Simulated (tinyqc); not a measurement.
Worked calculation: phonon-assisted absorption at an indirect gap. Values are carried at full precision from step to step, so a last printed digit may differ when a step is redone from the rounded ones.

alpha(E) = sum_j A_j [N_j (E - Eg + w_j)^2 + (N_j + 1)(E - Eg - w_j)^2], each bracket counted only where its base is positive; N_j = 1/(exp(w_j/kB T) - 1). The first term absorbs a phonon and the second emits one; excitons and direct transitions are left out.

Constants: kB = 8.617333262e-05 eV/K.

Values chosen for the exercise (loosely those of Si at room temperature; Eg is not tied to T; shifted at random, so the results belong to these values and not to a real crystal): Eg = 1.123 eV (indirect gap, held fixed unless listed); w = (56.8, 17.7) meV (two zone-edge phonons); A = (3700, 490) 1/(cm eV^2) (their strengths); T = 200 K; E = 1.553 eV (photon energy); nr = 3.64 (refractive index); d = 56 micrometre (thickness); xj = 0.15 micrometre (dead layer at the surface); W = 28 micrometre (depleted width); L = 24 micrometre (minority diffusion length below it).

## The four branches at one energy

Evaluate the occupations and each term.

N_j: 0.03847  0.5578

terms with phonon absorption (1/cm): 33.73  54.79

terms with phonon emission (1/cm): 535.2  129.8

alpha = 753.4 1/cm
wavelength hc/E (hc = 1239.841984 eV nm) = 798.4 nm

Phonon absorption supplies 11.7 % of alpha; the depth 1/alpha is 13.3 micrometre.

## What a slab does with it

Slab of thickness d in air, incoherent passes: R = ((nr - 1)/(nr + 1))^2, x = exp(-alpha d); transmitted Tr = (1 - R)^2 x/(1 - R^2 x^2), reflected Rt = R + (1 - R)^2 R x^2/(1 - R^2 x^2), absorbed Ab = (1 - R)(1 - x)/(1 - R x).

d in cm is 1e-4 times the value in micrometres.

R = 0.3237
x = 0.0147
Tr = 0.0067
Rt = 0.3238
Ab = 0.6695

A single pass would absorb (1 - R)(1 - x) = 0.6663; the back face adds 0.0032.

## Quantum efficiency of a diode

Photodiode (Gaertner form with a dead layer): QE = (1 - R) exp(-alpha xj) [1 - exp(-alpha W)/(1 + alpha L)], R = ((nr - 1)/(nr + 1))^2; responsivity = QE/E in A/W for E in eV.

Evaluate the factors; 1 micrometre = 1e-4 cm.

passes the dead layer = 0.9888
collected share = 0.9568
QE = 0.6398
responsivity = 0.4120 A/W

Without diffusion from below the collected share would be 0.8787.

## Checks

- Tr + Rt + Ab against 1: both 1.000000.

Run: tinyqc, `OMP_NUM_THREADS=1 python tinyqc.py 1651469 1651470 out.jsonl`; Intel(R) Xeon(R) Processor @ 2.30GHz, one thread, shared host; about 0.01 s of CPU time with all checks.
